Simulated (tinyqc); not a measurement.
Self-heating of a transistor with one or more fingers, with temperature-dependent conductivity: one step, computed by the program tinyqc.

N long parallel fingers lie on the top face of a slab whose bottom is held at T_0; the top is otherwise insulated, and heat flows in two dimensions. P in W/mm is 1000 P in W/m.

Problem. Correction for the falling conductivity. Kirchhoff transformation for kappa = kappa_0 (T/T_0)^-m: T = T_0 [1 - (m - 1) theta/T_0]^(-1/(m - 1)), where theta is the linear rise. The bracket vanishes at the power P T_0/((m - 1) theta).

Inputs (values chosen for the exercise, modelled on silicon carbide): exponent m in kappa ~ T^-m = 1.58; base temperature T_0 = 298 K; power per gate width P = 7.8 W/mm.

Power: power rises with temperature.

largest theta = 74.46737 K

Give: peak temperature; true rise; true rise / linear rise; power at which the formula diverges.

Solution.

peak temperature = 390.4 K

true rise = 92.36 K

true rise / linear rise = 1.240

power at which the formula diverges = 53.82 W/mm

The falling conductivity adds 24.0 % to the rise.
